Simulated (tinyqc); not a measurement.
## Pull-up strength from the switching point

Question. Transistor (EKV form, voltages against the body): I = 2 n b Vt^2 [F(vp - Vs) - F(vp - Vd)] from drain to source, F(v) = ln^2(1 + exp(v/(2 Vt))), vp = (Vg - VT + sg |Vd - Vs|)/n. n-channel bodies are at 0; for the p-channel device all voltages are counted down from Vdd. b in uA/V^2 gives I in uA. In an inverter In(Vg = Vd = VM) equals Ip at the switching point VM. Find bp and the current there.

Values chosen for this exercise: temperature T = 273 K; supply voltage Vdd = 1.2 V; slope factor n = 1.33; drain-induced barrier lowering sg = 0.038; n-channel threshold VTn = 0.31 V; p-channel threshold (magnitude) VTp = 0.41 V; gain factor of the pull-down transistor bn = 270 uA/V^2.

Constants: q = 1.602176634e-19 C, kB = 1.380649e-23 J/K, Vt = kB T/q. Results are converted to the units shown.

VM = 0.551830444 V

Solution. Ip is proportional to bp, so bp is In(VM) over the p-channel current for unit b.

bp = 270.0 uA/V^2
current at VM = 7.060 uA

Program tinyqc, `OMP_NUM_THREADS=1 python tinyqc.py 2340012 2340013 out.jsonl`; Intel Xeon 2.30GHz, shared host, one thread, about 0.03 s.
